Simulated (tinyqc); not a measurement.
# Activation energy from two powers

Problem. P(T) = Pd + Pl (T/300 K)^2 exp[(q Ea/kB)(1/(300 K) - 1/T)]. Find Ea and Pl.

Parameters, values chosen for the exercise: temperature-independent switching power Pd = 3.5 W.

Constants: q = 1.602176634e-19 C, kB = 1.380649e-23 J/K. Results are converted to the units shown.

P at T = 320 and 360 K (W): [3.65661733, 5.81524991]

Answer. Subtract Pd; the ratio of the leakage powers, divided by the T^2 factors, is an Arrhenius factor.

Ea = 0.6100 eV
Pl = 0.03150 W

Program tinyqc, `OMP_NUM_THREADS=1 python tinyqc.py 2520047 2520048 out.jsonl`; Intel Xeon 2.30GHz, shared host, one thread, about 0.01 s.
